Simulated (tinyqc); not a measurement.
# Leakage through a gate insulator: direct, Fowler-Nordheim, trap-assisted and Poole-Frenkel currents, step by step

A worked calculation. Computed by tinyqc, a small Python program that keeps every step. Command: `OMP_NUM_THREADS=1 python tinyqc.py 3031590 3031591 out.jsonl oxideleak walk`. One thread of a shared host (Intel(R) Xeon(R) Processor @ 2.30GHz), about 0.01 s of CPU time with the checks. Intermediate numbers are printed to about 6 digits and carried at full precision; extremes and crossings named in words are read from the listed rows.

Electrons enter from the cathode Fermi level at x = 0; the conduction band of the insulator lies phi_b - e F x above it, F = V/t. WKB exponents use a parabolic band with mass m.

Inputs (values chosen for the exercise, with an insulator like HfO2):
```
quantity                          value   unit
thickness t                         7.2     nm
barrier phi_b                      1.46     eV
tunnelling mass m                  0.19    m_0
static constant eps_ox             21.6      -
optical constant eps_opt           4.04      -
voltage across the insulator V      1.7      V
trap depth phi_t                    0.9     eV
trap density N_t                4.6e+17  cm^-3
attempt rate nu_0                 3e+12    1/s
activation of capture E_a         0.083     eV
temperature T                       400      K
```

Constants: hbar^2/(2 m_0) = 3.80998212 eV angstrom^2; e = 1.602176634e-19 C; hbar = 1.054571817e-34 J s; k_B = 8.617333262e-05 eV/K; eps_0 = 8.8541878128e-12 F/m.

## Field and tunnelling without traps

For a level a distance phi(x) below the band, the WKB exponent is 2 int kappa dx with kappa = sqrt(m phi/(hbar^2/2m_0)); for a linear barrier from phi_1 down to phi_2 = max(phi_1 - e F d, 0) it is G = (4/3) sqrt(m/(hbar^2/2m_0)) (phi_1^(3/2) - phi_2^(3/2))/(e F). J_tun = e^3 F^2/(16 pi^2 hbar m phi_b) x exp(-G) / [1 - sqrt(phi_2/phi_b)]^2 with the free-electron mass in the cathode (m in m_0), phi_2 = max(phi_b - e V, 0): direct tunnelling for e V < phi_b, Fowler-Nordheim above. Image forces, back-flow and the limit on supply are left out, so J_tun is overstated below about 0.5 V. Equivalent oxide thickness = 3.9 t/eps_ox.

field F = 2.36111 MV/cm

equivalent oxide thickness = 1.3 nm

WKB exponent G = 22.2468

tunnelling current J_tun = 0.00675154 A/cm^2

The barrier is a triangle 6.18 nm long: Fowler-Nordheim tunnelling.

## One trap at several depths

A trap at depth x lies phi_t below the band. Capture: tunnel at the cathode Fermi level from 0 to x (G_in from phi_1 = phi_b), rate nu_0 exp(-G_in - E_c/k_B T) with E_c = E_a + max(phi_b - phi_t - e F x, 0), the last term being the height of the trap above the cathode Fermi level. Emission: tunnel from the trap level to the anode (G_out from phi_1 = phi_t over t - x), rate nu_0 exp(-G_out - E_a/k_B T). Re-emission to the cathode follows from detailed balance, rate_back = rate_in exp(dE/k_B T) with dE = phi_b - phi_t - e F x. Each trap passes R = rate_in rate_out/(rate_in + rate_back + rate_out) electrons per second; filling from the anode is left out. Depths: t times 0.08, 0.2, 0.32, 0.44, 0.56, 0.68, 0.8 and 0.92, rounded to 0.01 nm.

Rates:
```
x (nm)     G_in    G_out  E_c (eV)  rate in (1/s)  rate back (1/s)  rate out (1/s)      R (1/s)
0.58     3.0555  10.7672  0.506056    5.94478e+04      1.27175e+10     5.69176e+06  2.65941e+01
1.44     7.2994  10.7672  0.303000    3.08602e+05      1.82506e+08     5.69176e+06  9.31793e+03
2.30    11.1741  10.7672  0.099944    2.31753e+06      3.78893e+06     5.69176e+06  1.11804e+06
3.17    14.6780  10.7672  0.083000    1.13971e+05      4.81005e+02     5.69176e+06  1.11724e+05
4.03    17.6744  10.0233  0.083000    5.69457e+03      6.64397e-02     1.19754e+07  5.69186e+03
4.90    20.1429   8.0779  0.083000    4.82417e+02      1.45296e-05     8.37901e+07  4.82414e+02
5.76    21.8480   5.4825  0.083000    8.76816e+01      7.30049e-09     1.12295e+09  8.76816e+01
6.62    22.2468   2.3615  0.083000    5.88462e+01      1.35449e-11     2.54553e+10  5.88462e+01
```

The most effective of these traps sits at 2.3 nm, 32 % of the way; where rate back exceeds rate out, re-emission drains the trap, and elsewhere the slower forward step limits R; the best depth is near where rate in and rate out cross.

## Trap-assisted current

J_TAT = e N_t int_0^t R dx by the midpoint rule on 400 intervals; the most effective depth is the midpoint with the largest R, rounded to 0.01 nm.

trap-assisted current J_TAT = 0.00629827 A/cm^2

most effective depth = 2.38 nm

## Poole-Frenkel bound

Poole-Frenkel emission over the lowered barrier of a charged trap: lowering sqrt(e F/(pi eps_opt eps_0)); J_PF = e N_t^(2/3) nu_0 exp(-(phi_t - lowering)/k_B T), one sheet of traps emitting with supply unlimited (an upper bound).

barrier lowering = 0.580194 eV

Poole-Frenkel bound J_PF = 26.7688 A/cm^2

Caution: the film is too thin for the Poole-Frenkel picture (the lowering is a large part of the whole drop, or the traps are further apart than the film is thick), so J_PF is only nominal.

## Total without and with traps

J = J_tun + J_TAT (the Poole-Frenkel bound is not added); the ratio J/J_tun is the excess that stress-made traps add.

total current J = 0.0130498 A/cm^2

J/J_tun = 1.93286

## Against voltage

The formulas are those given above.

Currents:
```
V (V)  F (MV/cm)  J_tun (A/cm^2)  J_TAT (A/cm^2)  best depth (nm)
0.86      1.1944     5.27256e-07     1.30774e-06             3.21
1.75      2.4306     1.35092e-02     8.56998e-03             2.31
2.63      3.6528     4.21592e+01     2.95527e-01             1.56
3.51      4.8750     2.76272e+03     1.91476e+00             1.20
4.39      6.0972     3.74688e+04     6.83964e+00             0.98
5.27      7.3194     2.27569e+05     1.82650e+01             0.82
6.16      8.5556     8.76901e+05     4.02452e+01             0.71
7.04      9.7778     2.46735e+06     7.52770e+01             0.62
7.92     11.0000     5.67238e+06     1.24952e+02             0.57
```

The larger current changes between 0.86 and 1.75 V (to J_tun). Over the range J_tun grows by 13.0 decades and J_TAT by 8.0. The best depth moves towards the cathode as the field rises. The highest rows may lie beyond breakdown.

## Against thickness at fixed field

The formulas are those given above.

Currents:
```
t (nm)    V (V)  J_tun (A/cm^2)  J_TAT (A/cm^2)
1.2     0.28333     6.31521e+06       0.0005137
1.6     0.37778     5.11694e+05       0.0012926
2.2     0.51944     1.71621e+04       0.0052932
3.0     0.70833     3.13724e+02       0.0123148
4.0     0.94444     4.36760e+00       0.0116168
5.5     1.29861     3.43205e-02       0.0076626
7.5     1.77083     6.75154e-03       0.0062996
10.0    2.36111     6.75154e-03       0.0062988
```

Between the first rows J_tun falls by 2.73 decades per nm. From t = phi_b/(e F) = 6.18 nm it stops changing, since a triangular barrier does not feel the thickness. J_TAT stays below J_tun at all these thicknesses. Below about 0.5 V the formula for J_tun, which has no back-flow, overstates the current.

Checks made by the program: the WKB exponent by quadrature (relative difference 1e-07); the integral with twice the points (relative difference 6e-05).
